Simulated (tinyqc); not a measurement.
Inside a calculation: Boltzmann transport in a parabolic band with a power-law relaxation time. Values are carried at full precision from step to step, so a last printed digit may differ when a step is redone from the rounded ones.

F_j(eta) = (1/Gamma(j + 1)) integral_0^infinity x^j dx/(1 + exp(x - eta)), which tends to exp(eta) for eta << 0.

n = N F_1/2(eta) with N = 2 (m kB T/(4 pi c))^(3/2) with c = hbar^2/2m0, in 1/angstrom^3; times 1e24 for 1/cm^3, m = md.

Constants: hbar^2/2m0 = 3.80998211 eV angstrom^2; kB = 8.617333262e-05 eV/K.

Parameters, chosen for this exercise (masses near those of Ge; tau0 is set for a mobility of the usual size at this n, kL is a free input; freeze-out and phonon drag, which matter near 77 K, are left out; shifted at random, so the results belong to these values and not to a real crystal): n = 7.8e+17 1/cm^3 (electron density); md = 0.548 m0 (density-of-states mass); T = 200 K; r = -0.5 (exponent of tau); tau0 = 140 fs (tau at E = kT); mc = 0.1169 m0 (conductivity mass); kL = 2.4 W/(m K) (lattice thermal conductivity).

## Reduced Fermi level

Solve for eta.

N = 5.541e+18 1/cm^3
eta = -1.9110

## Integrals for r = -0.5 (acoustic phonons)

tau = tau0 x^r with x = E/kT. With K_j = Gamma(j + 1) F_j(eta): <tau> = tau0 (r + 3/2) K_(r+1/2)/((3/2) K_(1/2)); mu = <tau>/(mc m0/e), m0/e = 5.685630e-12 kg/C; Hall factor rH = (3/2) K_(1/2) (2r + 3/2) K_(2r+1/2)/((r + 3/2) K_(r+1/2))^2; Seebeck S = -(kB/e) [(r + 5/2) K_(r+3/2)/((r + 3/2) K_(r+1/2)) - eta]; Lorenz number L = (kB/e)^2 [(r + 7/2) K_(r+5/2)/((r + 3/2) K_(r+1/2)) - ((r + 5/2) K_(r+3/2)/((r + 3/2) K_(r+1/2)))^2]; kB/e in V/K. Valley anisotropy is left out of rH.

Evaluate F_j and K_j for j = 1/2, r + 1/2, r + 3/2, r + 5/2 and 2r + 1/2 (each value once).

F_j and K_j:

| j | F_j | K_j |
|---|---|---|
| 0.5 | 0.14076 | 0.12475 |
| 0.0 | 0.13796 | 0.13796 |
| 1.0 | 0.14279 | 0.14279 |
| 2.0 | 0.14531 | 0.29062 |
| -0.5 | 0.13411 | 0.23771 |

## Transport coefficients

Form the ratios; u is the mean energy carried, in kT.

<tau>/tau0 = 0.737
rH = 1.169
u = 2.070
S = -343.1 microvolt/K
L = 1.511 1e-8 W ohm/K^2

The non-degenerate limits are rH = 1.178, u = r + 5/2 = 2 and L = (r + 5/2)(kB/e)^2 = 1.485; the degenerate ones are rH = 1 and L = 2.443.

## Mobility, conductivity and figure of merit

mu = <tau>/(mc m0/e) with m0/e = 5.685630e-12 kg/C; sigma = e n mu, e = 1.602176634e-19 C; Hall mobility rH mu; power factor S^2 sigma; ZT = S^2 sigma T/(kL + L sigma T), all in SI units.

mu = 1.55e+03 cm^2/(V s)
Hall mobility = 1.81e+03 cm^2/(V s)
sigma = 194 S/cm
power factor = 2.28 mW/(m K^2)
electronic thermal conductivity = 0.0586 W/(m K)
ZT = 0.19

A Hall measurement read with rH = 1 would give a density of 6.68e+17 1/cm^3. Electrons carry 2.4 % of the heat. kL is far below that of crystalline Ge, so ZT is too high for it.

## Checks

- Seebeck coefficient against direct integration over -df/dE (microvolt/K): both -343.1.

(tinyqc, `OMP_NUM_THREADS=1 python tinyqc.py 1682121 1682122 out.jsonl`, Intel(R) Xeon(R) Processor @ 2.30GHz, 1 thread, shared host, about 0.02 s.)
